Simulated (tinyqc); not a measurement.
# The weight eta from points of equal mobility

Question. If the mobility depends on E = q (Ndep + eta Ns)/(eps0 eps_r) alone, two points of equal mobility on its falling branch have equal E. Find eta and E.

Values chosen for this exercise: relative permittivity of the semiconductor eps_r = 11.5.

Constants: q = 1.602176634e-19 C, eps0 = 8.8541878128e-14 F/cm where lengths are in cm. Results are converted to the units shown.

Ndep at two body biases (cm^-2): 9.8822222e11  1.6582257e12
Ns at which the mobility is the same (cm^-2): 7.9e12  6.6358426e12

Solution. eta is the ratio of the differences of Ndep and Ns.

eta = 0.5300
E = 0.8143 MV/cm

Computed by the program tinyqc: `OMP_NUM_THREADS=1 python tinyqc.py 2510021 2510022 out.jsonl`, one thread of a shared Intel Xeon 2.30GHz, about 0.01 s for the whole run.
